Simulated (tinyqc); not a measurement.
Worked calculation: one-electron ion in a basis of Gaussians. Computed by tinyqc, a small Python program that keeps every step. Settings: Z = 4, l = 2. Command: `OMP_NUM_THREADS=1 python tinyqc.py 22905 22906 out.jsonl` (the two numbers bound the seeds that draw the settings). One thread of a shared host (Intel(R) Xeon(R) Processor @ 2.60GHz), about 0.01 s of CPU time with the checks.

## Matrices over normalised Gaussians

exponents of r^l exp(-a r^2) (1/bohr^2): 0.024770  0.038780  0.060690  0.094990  0.148700

Z = 4

l = 2

With p = a_i + a_j and I(k) = Gamma((k+1)/2) / (2 p^((k+1)/2)): S = I(2l+2), T = (2l+3) a_i a_j S / p, V = -Z I(2l+1), each divided by sqrt(S_ii S_jj).

S, lower triangle:
```
          1         2         3         4         5
1  1.000000
2  0.916505  1.000000
3  0.711640  0.916645  1.000000
4  0.478432  0.711786  0.916603  1.000000
5  0.286572  0.478487  0.711637  0.916544  1.000000
```

T (hartree), lower triangle:
```
          1         2         3         4         5
1  0.086695
2  0.096973  0.135730
3  0.087627  0.151821  0.212415
4  0.065798  0.137206  0.237597  0.332465
5  0.042594  0.103023  0.214698  0.371880  0.520450
```

V (hartree), lower triangle:
```
           1          2          3          4          5
1  -0.535787
2  -0.556168  -0.670398
3  -0.500790  -0.695923  -0.838663
4  -0.398557  -0.626675  -0.870586  -1.049223
5  -0.287316  -0.498726  -0.783881  -1.089146  -1.312757
```

## Generalised eigenproblem

H = T + V (hartree), lower triangle:
```
           1          2          3          4          5
1  -0.449092
2  -0.459195  -0.534668
3  -0.413163  -0.544102  -0.626248
4  -0.332759  -0.489469  -0.632988  -0.716758
5  -0.244723  -0.395703  -0.569183  -0.717266  -0.792307
```

Solve H C = S C e through S^(-1/2); each column has its largest component positive (the first on a tie).

eigenvalues of S: 0.000758  0.013889  0.144945  0.987752  3.852655

eigenvalues (hartree): -0.812696  -0.456418  -0.295063  -0.156653  0.051365

coefficients:
```
           1          2          3          4           5
1   0.437661  -0.338393  -2.711052  -4.425180    4.508663
2  -1.554718   2.001275   3.351354   9.600636  -15.476507
3   2.762300  -1.990227  -2.523277  -6.543301   23.342430
4  -2.624708   2.604800   2.949263  -0.174468  -18.080491
5   2.044881  -1.811929  -1.669615   1.415690    5.944389
```

For Z = 4 and l = 2 the exact lowest level is -Z^2/(2 n^2) with n = l + 1: -0.888889 hartree. The basis is nearly linearly dependent, so rounded matrices do not reproduce these digits.
